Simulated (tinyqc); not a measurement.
Zener tunnelling in a reverse-biased junction, two-band WKB: one step of the calculation.

Abrupt p-n junction, depletion approximation. Energies E are counted from the conduction-band edge of the neutral n side; its Fermi level lies at dn, that of the p side at dn - V, and the valence-band edge of the neutral p side at Em = dn + dp - V. Tunnelling needs 0 < E < Em. Two-band dispersion with equal masses m: inside the gap kappa = sqrt(m u (1 - u/Eg)/C), u the distance from a band edge, C = hbar^2/(2 m0).

Task. Width, field and exponent. W = sqrt(2 eps0 eps_r (Vbi - V)(1/Na + 1/Nd)/q), mean field F = (Vbi - V)/W, peak field 2 F. In a uniform field F the exponent is S = pi sqrt(m/C) Eg^1.5/(4 F). Transverse energy Et = C kt^2/m raises it to S (1 + 4 Et/Eg), so T = exp(-S) exp(-Et/Eb) with Eb = Eg/(4 S). KJ = (2 q^2/h) m/(4 pi C) (times 1e14 for A/cm^2 per eV^2).

Parameters, values chosen for the exercise; band and dielectric values close to those of In0.53Ga0.47As: band gap Eg = 0.749 eV; relative permittivity eps_r = 13.8; band-edge mass of the two-band model m = 0.042 m0; acceptor density Na = 6.9e18 cm^-3; donor density Nd = 3.4e18 cm^-3; bias of the p side V = -0.26 V.

Constants: q = 1.602176634e-19 C, hbar = 1.054571817e-34 J s, m0 = 9.1093837015e-31 kg, eps0 = 8.8541878128e-14 F/cm where lengths are in cm, hbar^2/(2 m0) = 0.0380998212 eV nm^2. Results are converted to the units shown.

Vbi = 0.94116017 V

Give: W; mean field; S; exp(-S); Eb; tunnelling length Eg/F.

Result.

W = 28.36 nm
mean field = 0.4235 MV/cm
S = 12.62
exp(-S) = 3.301e-6
Eb = 14.84 meV
tunnelling length Eg/F = 17.69 nm

Range of the model: Parabolic densities of states, no band tails and no gap narrowing, all of which matter at such doping.

Numbers from tinyqc (`OMP_NUM_THREADS=1 python tinyqc.py 2620118 2620119 out.jsonl`; about 0.02 s on one thread of a shared Intel Xeon 2.30GHz).
